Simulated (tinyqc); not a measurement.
Against doping: dopants and charged point defects at anneal temperature: Fermi-level effect, clustering and pairing. Computed by tinyqc, a small Python program. Command: `OMP_NUM_THREADS=1 python tinyqc.py 3000038 3000039 out.jsonl pairing walk`. One thread of a shared host (Intel(R) Xeon(R) Processor @ 2.30GHz), about 0.02 s of CPU time with the checks.

Boltzmann statistics and full ionisation of active dopants. Energies are counted from the valence band; the defect (a vacancy or self-interstitial) has five charge states, with all degeneracy factors one.

Inputs (values chosen for the exercise, with bands modelled on InP):
```
quantity                                        value   unit
gap at 0 K E_g0                                  1.43     eV
Varshni alpha                                 0.00035   eV/K
Varshni beta                                      161      K
electron mass m_e                              0.0818    m_0
valleys M_c                                         1      -
hole mass m_h                                   0.598    m_0
anneal temperature T                              950      K
total dopant density N                        6.5e+19  cm^-3
formation enthalpy of the neutral defect H_f     2.81     eV
formation entropy S_f                             5.7    k_B
site density N_s                              4.2e+22  cm^-3
dopant atoms per cluster k                          2      -
cluster binding energy E_b                       1.26     eV
```

Dopant: donor. Second part: clustering of the dopant.

defect levels as fractions of E_g(T): (2+/+), (+/0), (0/-), (-/2-): 0.098  0.18  0.57  0.9

Constants: m_0 = 9.1093837015e-31 kg; k_B = 1.380649e-23 J/K; h = 6.62607015e-34 J s; k_B = 8.617333262e-05 eV/K.

Method:
- E_g = E_g0 - alpha T^2/(T + beta).
- N_c = 2 M_c (2 pi m_e k_B T/h^2)^(3/2) and N_v = 2 (2 pi m_h k_B T/h^2)^(3/2), masses in units of m_0.
- n_i = sqrt(N_c N_v) exp(-E_g/2 k_B T); E_i = E_g/2 + (k_B T/2) ln(N_v/N_c).
- n = A/2 + sqrt(A^2/4 + n_i^2) for an active density A.
- k ionised dopants and k carriers form one neutral cluster: C = N_s (A/N_s)^k (n/N_b)^k exp(E_b/k_B T), N_b the effective density of states of the majority band, and N = A + k C (60 bisections in ln A between ln N - 90 and ln N).
- chi = n/n_i (for acceptors n_i/p); E_F = E_i + k_B T ln chi; field enhancement h = 1 + A/sqrt(A^2 + 4 n_i^2).
- C_0 = N_s exp(S_f/k_B) exp(-H_f/k_B T). Ratios to the neutral state at E_F = E_i: r_+ = exp((E(+/0) - E_i)/k_B T), r_2+ = r_+ exp((E(2+/+) - E_i)/k_B T), r_- = exp((E_i - E(0/-))/k_B T), r_2- = r_- exp((E_i - E(-/2-))/k_B T); at other E_F state q scales as chi^(-q). The enhancement is sum r_q chi^(-q)/sum r_q. The charge on the defects is left out of neutrality.
- chi = n/n_i; h = 1 + A/sqrt(A^2 + 4 n_i^2); the dopant diffusivity over its intrinsic value is D/D_i = enhancement x h x A/N, if every charge state carries the dopant equally well.

E_g = 1.14568 eV

k_B T = 0.0818647 eV

n_i = 1.34469e+16 cm^-3

E_i = 0.694983 eV

effective density of states N_b of the majority band = 3.30830e+18 cm^-3

neutral defects C_0 = 1.55451e+10 cm^-3

Charge states:
```
state      ratio r  intrinsic (cm^-3)  doped (cm^-3)
2+     2.06939e-06        3.21690e+04    3.34261e+00
+      2.55338e-03        3.96926e+07    4.04607e+05
0      1.00000e+00        1.55451e+10    1.55451e+10
-      1.66920e+00        2.59480e+10    2.54553e+12
2-     2.74988e-02        4.27473e+08    4.11396e+12
```

Trend at the anneal temperature:
```
N (cm^-3)  active A (cm^-3)     chi  defect enhancement  mean charge   D/D_i
4.00e+14         4.0000e+14    1.01                1.01      -0.6416   1.025
2.00e+15         2.0000e+15    1.08                1.05      -0.6565   1.127
9.60e+15         9.5993e+15    1.42                1.27      -0.7232   1.695
4.70e+16         4.6882e+16    3.75                2.83      -0.9198   5.281
2.30e+17         1.9762e+17   14.76               11.72      -1.1578  20.051
1.10e+18         4.2330e+17   31.51               29.97      -1.3251  23.045
5.50e+18         6.9135e+17   51.43               59.13      -1.4495  14.858
2.70e+19         1.0538e+18   78.38              111.43      -1.5584   8.696
1.30e+20         1.5719e+18  116.90              211.89      -1.6553   5.124
```

What follows from these numbers?

Well below n_i = 1.34e16 cm^-3 chi and the enhancement are near 1. At any doping d ln(enhancement)/d ln chi equals minus the mean charge, which goes from -0.64 to -1.66 over the rows. Clustering bends A over: its exponent in N falls to 0.25, towards 1/(2k) = 0.250, and D/D_i peaks at N = 1.1e18 cm^-3.

Extremes, crossings and ranges named in words are read from the listed rows.
